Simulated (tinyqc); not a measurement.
MOS capacitor on a p-type substrate, surface potential from the exact charge relation: one step of the calculation.

Uniform p-type substrate, Boltzmann statistics, full ionisation, classical densities. psi is the surface potential against the body (positive when the bands bend down) and u = psi/Vt. Traps are spread evenly over the gap and neutral at flat band, so their charge is -q Dit psi; the minority quasi-Fermi level is shifted by Vb.

Problem. Charges, field and capacitances at the solution. ni = sqrt(Nc Nv) exp(-Eg/(2 Vt)), Eg in volts; phiF = Vt ln(N/ni); Cox = eps0 eox/tox; Vfb = phiM - chi - (Eg - Vt ln(Nv/N)) - q Nf/Cox; Q0 = sqrt(2 eps0 eps_r q N Vt); r = (ni/N)^2 exp(-Vb/Vt); VT = Vfb + [(2 phiF + Vb)(1 + q Dit/Cox) + sqrt(2 eps0 eps_r q N (2 phiF + Vb))/Cox].

u = psi/Vt; F^2 = exp(-u) + u - 1 + r (exp(u) - u - 1); Qs = -sign(u) Q0 F; Cs = -dQs/dpsi = (Q0/Vt) |1 - exp(-u) + r (exp(u) - 1)|/(2 F). Low frequency: 1/C_LF = 1/Cox + 1/(Cs + q Dit). High frequency, in the simple estimate in which traps and minority carriers do not follow: 1/C_HF = 1/Cox + 1/Cd, Cd being Cs with r = 0 at the same psi. Minority sheet density N_inv = (Q0/(2 q)) int_0^u r (exp(t) - 1)/F(t) dt for u > 0. Oxide field |Qs - q Dit psi + q Nf|/(eps0 eox).

Values chosen for this exercise; band and dielectric values those of a made-up semiconductor:
```
symbol,value,unit,meaning
T,250,K,temperature
Eg,0.689,eV,band gap
eps_r,18,,relative permittivity
Nc,1.22e17,cm^-3,conduction-band density of states at T
Nv,5.19e18,cm^-3,valence-band density of states at T
N,1.2e17,cm^-3,acceptor density of the substrate
eox,3.9,,relative permittivity of the gate insulator (close to silicon dioxide)
tox,21,nm,insulator thickness
Nf,0,cm^-2,"fixed charge at the interface, in units of q"
Dit,0,cm^-2 eV^-1,density of interface traps
Vb,0,V,reverse bias of the inversion layer against the body
```

Constants: q = 1.602176634e-19 C, kB = 1.380649e-23 J/K, Vt = kB T/q, eps0 = 8.8541878128e-14 F/cm where lengths are in cm. Results are converted to the units shown.

converged psi = -0.078878665 V

Give: Qs; N_inv; oxide field; Cs; C_LF/Cox; C_HF/Cox.

Solution.

Qs = 212.66 nC/cm^2
N_inv = 0 cm^-2
oxide field = 0.61585 MV/cm
Cs = 5.4632 uF/cm^2
C_LF/Cox = 0.97078
C_HF/Cox = 0.97078

The surface is in accumulation (borders at |psi| = 0, phiF + Vb and 2 phiF + Vb = 0.607 V).

Numbers from tinyqc (`OMP_NUM_THREADS=1 python tinyqc.py 2060163 2060164 out.jsonl`; about 0.01 s on one thread of a shared Intel Xeon 2.30GHz).
